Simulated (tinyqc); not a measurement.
Metal gate on a two-layer dielectric stack with fixed charge and a dipole: two steps of the calculation.

Gate, layer 2, layer 1, p-type semiconductor; x runs from the gate inwards. Charges are counted in units of +q. psi is the band bending at the surface, positive towards inversion. Classical charge, Boltzmann statistics, no interface traps.

Parameters, values chosen for the exercise; band and dielectric values close to those of silicon, layer 1 close to silicon dioxide, layer 2 close to hafnium oxide:
- T = 350 K (temperature)
- Eg = 1.13 eV (band gap)
- eps_r = 11.7 (relative permittivity)
- Nc = 3.53e19 cm^-3 (conduction-band density of states at T)
- Nv = 3.29e19 cm^-3 (valence-band density of states at T)
- chi = 3.98 eV (electron affinity)
- Na = 7.5e17 cm^-3 (acceptor density)
- pM = 4.52 eV (work function of the gate metal)
- t1 = 0.6 nm (thickness of layer 1, next to the semiconductor)
- e1 = 3.81 (relative permittivity of layer 1)
- t2 = 1.7 nm (thickness of layer 2, next to the gate)
- e2 = 22.7 (relative permittivity of layer 2)
- Q1 = 9.1e10 cm^-2 (fixed charge at the semiconductor interface)
- Q2 = 4.4e11 cm^-2 (fixed charge between the layers)
- r1 = 0 cm^-3 (uniform charge density in layer 1)
- r2 = 0 cm^-3 (uniform charge density in layer 2)
- Vd = 0.19 V (flat-band shift by a dipole layer between the layers)
- ps = 1.033 V (band bending psi of the working point)

Constants: q = 1.602176634e-19 C, kB = 1.380649e-23 J/K, Vt = kB T/q, eps0 = 8.8541878128e-14 F/cm where lengths are in cm. Results are converted to the units shown.

Problem 1. Flat-band voltage, term by term. EOT = 3.9 (t1/e1 + t2/e2), Cox = eps0/(t1/e1 + t2/e2); phi_ms = pM - (chi + Eg - Vt ln(Nv/Na)). Vfb = phi_ms + Vd - (q/eps0) [Q1 (t1/e1 + t2/e2) + Q2 t2/e2 + r1 (t1^2/(2 e1) + t1 t2/e2) + r2 t2^2/(2 e2)]: each charge counts with its electrical distance from the gate.

Give: terms; Vfb.

Solution 1.

terms (V): phi_ms -0.4760, dipole 0.1900, Q1 -0.0038, Q2 -0.0060, r1 0.0000, r2 0.0000
Vfb = -0.2957 V

Apart from phi_ms the largest term is that of dipole, 190 mV; all charges and the dipole together move Vfb by 180 mV.

Problem 2. Charge in the semiconductor. ni = sqrt(Nc Nv) exp(-Eg/(2 Vt)), Eg in volts. Qs = -sign(psi) sqrt(2 q eps0 eps_r Na Vt [exp(-u) + u - 1 + (ni/Na)^2 (exp(u) - u - 1)]), u = psi/Vt.

Wanted: Qs.

Solution 2.

Qs = -0.9336 uC/cm^2

The surface is in strong inversion: psi exceeds 2 Vt ln(Na/ni) = 0.900 V.

Numbers from tinyqc (`OMP_NUM_THREADS=1 python tinyqc.py 2010064 2010065 out.jsonl`; about 0.01 s on one thread of a shared Intel Xeon 2.30GHz).
